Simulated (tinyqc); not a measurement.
Surface approximation against the full path: Rutherford backscattering from a thin compound film on silicon: kinematics, yields, composition and thickness. Computed by tinyqc, a small Python program. Command: `OMP_NUM_THREADS=1 python tinyqc.py 3012424 3012425 out.jsonl rbs walk`. One thread of a shared host (Intel(R) Xeon(R) Processor @ 2.30GHz), about 0.01 s of CPU time with the checks.

Singly charged helium ions (Z1 = 2, M1 = 4.0026 u) enter at the tilt angle a1 to the normal and leave at a2 = |180 - theta - tilt| in the same plane. The film is A B_x.

Inputs (values chosen for the exercise, modelled on a helium beam on SiGe):

| quantity | value | unit |
|---|---|---|
| beam energy E0 | 2 | MeV |
| scattering angle theta | 160 | degrees |
| tilt of the sample | 7 | degrees |
| heavy element: mass M_A | 72.6 | u |
| heavy element: stopping eps_A at 2 MeV | 73.7 | 1e-15 eV cm^2 |
| light element: mass M_B | 28.09 | u |
| light element: stopping eps_B at 2 MeV | 47.2 | 1e-15 eV cm^2 |
| atoms of B per atom of A, x | 3.37 | - |
| atomic density of the film | 48 | 1/nm^3 |
| film thickness d | 29 | nm |
| detector resolution (FWHM) | 12 | keV |

Method:
- Kinematic factor K = [(sqrt(M^2 - M1^2 sin^2 theta) + M1 cos theta)/(M + M1)]^2.
- Surface edges lie at K E0; substrate silicon has M = 28.09 u. Mass resolution at M_A = resolution/(E0 dK/dM).
- Stopping per atom eps(E) = eps(2 MeV) (E/2 MeV)^(-0.4) (a law chosen for the exercise); Bragg rule eps_film = (eps_A + x eps_B)/(1 + x); areal density N d, with 1/nm^2 = 0.1 x 1e15/cm^2.
- Width of the signal of element i: [K_i eps(E0)/cos a1 + eps(K_i E0)/cos a2] N d; depth resolution = resolution x d/width of A; energy lost on the way in = eps(E0) N d/cos a1.
- Surface approximation as above. Full path: dE/ds = -eps(E) integrates to E^1.4 = E(start)^1.4 - 1.4 eps(2 MeV) 2000^0.4 s (keV), applied in (s = N d/cos a1), then K, then out (s = N d/cos a2); width = K E0 - exit energy. The last column is the error in thickness if the full width is read with the surface formula.

energy lost on the way in = 7.47004 keV

widths (keV): A 14.3201, B 13.7884

surface edges (keV): A 1614.53, B 1146.22, Si 1146.22

kinematic factors: A 0.807266, B 0.573111, Si 0.573111

Widths (keV):

| d (nm) | A, surface | A, full | B, full | error (%) |
|---|---|---|---|---|
| 5 | 2.47 | 2.47 | 2.38 | 0.0306 |
| 10 | 4.94 | 4.94 | 4.76 | 0.0613 |
| 20 | 9.88 | 9.89 | 9.53 | 0.1228 |
| 50 | 24.69 | 24.77 | 23.87 | 0.3087 |
| 100 | 49.38 | 49.69 | 47.95 | 0.6232 |
| 150 | 74.07 | 74.77 | 72.24 | 0.9438 |
| 200 | 98.76 | 100.01 | 96.75 | 1.2706 |
| 300 | 148.14 | 151.02 | 146.48 | 1.9442 |

What follows from these numbers?

The error grows roughly in proportion to thickness, from 0.03 % to 1.9 %, because the ion slows and the stopping rises along the path. The signals of A and B would overlap once the width of A exceeds the gap between the edges, 468 keV. Caution: the silicon signal of the film merges with that of the substrate, so only the width of A can be read directly.
